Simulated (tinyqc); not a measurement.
Inside a calculation. Model: switching kinetics of a ferroelectric film and the memory window of a ferroelectric gate stack. Computed by tinyqc, a small Python program that keeps every step. Command: `OMP_NUM_THREADS=1 python tinyqc.py 3011761 3011762 out.jsonl feswitch walk`. One thread of a shared host (Intel(R) Xeon(R) Processor @ 2.30GHz), about 0.02 s of CPU time with the checks. Intermediate numbers are printed to about 7 digits and carried at full precision; extremes and crossings named in words are read from the listed rows.

Fields in MV/cm; 1 microcoulomb/cm^2 over eps_0 is 11.29409 MV/cm. In the stack (metal, ferroelectric, interlayer, channel) the channel is taken as a conductor.

Inputs (values chosen for the exercise, for a model film): saturation polarisation P_s = 22 microcoulomb/cm^2; ratio P_r/P_s = 0.72; coercive field E_c = 1.1 MV/cm; permittivity of the ferroelectric eps_F = 36; thickness t_F = 24 nm; permittivity of the interlayer eps_I = 5.5; interlayer thickness t_I = 1.6 nm; share s of P screened by trapped charge = 0.94; pulse height V = 5.7 V; time constant t_inf = 1.7e-09 s; activation field E_a = 8.9 MV/cm; Merz exponent alpha = 1; dimension n = 2; half width w of log10 t = 0.71; pulse length t_p = 2.9e-08 s; breakdown field of the interlayer = 16 MV/cm.

Kinetics: nucleation-limited (NLS).

## The hysteresis loop

Saturated branches: P(E) = P_s tanh[(E -/+ E_c)/(2 delta)], delta = E_c/ln[(1 + P_r/P_s)/(1 - P_r/P_s)]; D = P + eps_0 eps_F E.

delta = 0.6059638 MV/cm

P on both branches (microcoulomb/cm^2) at E/E_c = -3, -2, -1, -0.5, 0, 0.5, 1, 1.5, 2, 3:
```
E (MV/cm)  rising branch  falling branch
-3.30          -21.96912       -20.86407
-2.20          -21.81100       -15.84000
-1.10          -20.86407         0.00000
-0.55          -19.28813         9.35079
0.00           -15.84000        15.84000
0.55            -9.35079        19.28813
1.10             0.00000        20.86407
1.65             9.35079        21.53451
2.20            15.84000        21.81100
3.30            20.86407        21.96912
```

peak differential permittivity eps_F + P_s/(2 delta eps_0) = 241.0205

## Memory window

At threshold the channel charge is negligible, so D = 0 on each branch: (1 - s) P(E) + eps_0 eps_F E = 0, with the screened share s. The rising branch has the root E0 between 0 and E_c; window = 2 E0 t_F; its upper bound is 2 E_c t_F.

field E0 = 0.2505232 MV/cm

memory window = 1.202511 V

bound 2 E_c t_F = 5.28 V

fixed-charge estimate 2 (1 - s) P_r t_F/(eps_0 eps_F) = 1.431187 V

The window is limited by the unscreened charge and lies near the fixed-charge estimate.

## Fields in the stack

Series stack: V = E_F t_F + E_I t_I and eps_I E_I = eps_F E_F + (1 - s) P/eps_0. Before switching P = -P_r, after it P = +P_s; in retention V = 0 and P = +P_r.

E_F before switching = 1.744062 MV/cm

E_F after switching = 1.527673 MV/cm

E_I after switching = 12.70990 MV/cm

depolarising field in retention = 0.09058147 MV/cm

depolarising field over E_c = 0.08234679

The interlayer reaches 79 % of its breakdown field.

## Switched share after the pulse

Merz's law: t1 = t_inf exp[(E_a/E)^alpha] at the mean of the fields before and after switching. NLS: switched share = integral of [1 - exp(-(t/tau)^n)] F(z) dz over z = log10 tau, with the Lorentzian F = (1/pi) w/[(z - log10 t1)^2 + w^2].

mean field = 1.635868 MV/cm

switching time t1 = 3.919621e-07 s

switched share = 0.2046553

t_p is 0.074 t1. A field higher by 10 % would shorten t1 by a factor 1.6. The step approximation 1/2 + arctan[log10(t_p/t1)/w]/pi gives 0.178.

## KAI against NLS in time

KAI: 1 - exp[-(t/t1)^n]. NLS: the same kernel averaged over the Lorentzian F = (1/pi) w/[(z - log10 t1)^2 + w^2] in z = log10 tau.

Switched share:
```
log10(t/t1)       KAI        NLS
-3.0         0.000001  0.0778395
-2.0         0.000100  0.1177993
-1.0         0.009950  0.2274836
-0.5         0.095163  0.3561886
-0.2         0.328410  0.4666397
0.0          0.632121  0.5468557
0.2          0.918885  0.6234414
0.5          0.999955  0.7179032
1.0          1.000000  0.8151582
2.0          1.000000  0.8960129
3.0          1.000000  0.9284095
```

KAI goes from 10 to 90 % within 0.67 decades of time; a Lorentzian of this width needs about 2 w tan(0.4 pi) = 4.4 decades. Three decades after t1, 7.2 % of the NLS film has not switched, and three decades before it 7.8 % already has: the tails set write margins and disturb errors.

## Interlayer thickness

Series stack: V = E_F t_F + E_I t_I and eps_I E_I = eps_F E_F + (1 - s) P/eps_0. E_I is for P = +P_s at the pulse height, the depolarising field for P = +P_r at V = 0; V needed puts E_F = 1.5 E_c after switching.

Stack against t_I:
```
t_I (nm)  E_F after (MV/cm)  E_I (MV/cm)  depolarising field / E_c  V needed (V)
0.3                2.164058     16.87533                 0.0205002      4.365317
0.5                2.040306     16.06531                 0.0325270      4.635529
0.8                1.875457     14.98630                 0.0485477      5.040847
1.2                1.687273     13.75455                 0.0668363      5.581270
1.6                1.527673     12.70990                 0.0823468      6.121693
2.0                1.390606     11.81273                 0.0956676      6.662116
3.0                1.119898     10.04082                 0.1219762      8.013175
```

Each nanometre of interlayer costs 1.35 V, against 0.17 V for a nanometre of ferroelectric. The depolarising field grows from 0.02 to 0.12 E_c. At E_F = 1.5 E_c the interlayer carries (1.5 eps_F E_c + (1 - s) P_s/eps_0)/eps_I = 13.5 MV/cm whatever its thickness. Caution: rows with E_I above the breakdown field of the interlayer cannot be reached without charge injection.

Checks made by the program: the remanence (relative difference below 1e-10).
